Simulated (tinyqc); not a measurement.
From results to parameters: Hueckel model of a polar double bond. Computed by the program tinyqc.

Problem. A C=X pi bond in Hueckel theory has H_XX = alpha + h beta, H_CC = alpha and H_CX = k beta, with two electrons. Find h, k, the charge on carbon and the bond order.

x values of the two levels (E = alpha + x beta): 1.500984  -1.040984

Solution. The sum of the x values is h and their product is -k^2; the charge on carbon is h/sqrt(h^2 + 4k^2) and the bond order 2k/sqrt(h^2 + 4k^2).

h, k: 0.460  1.250
charge on carbon, bond order: 0.1810  0.9835
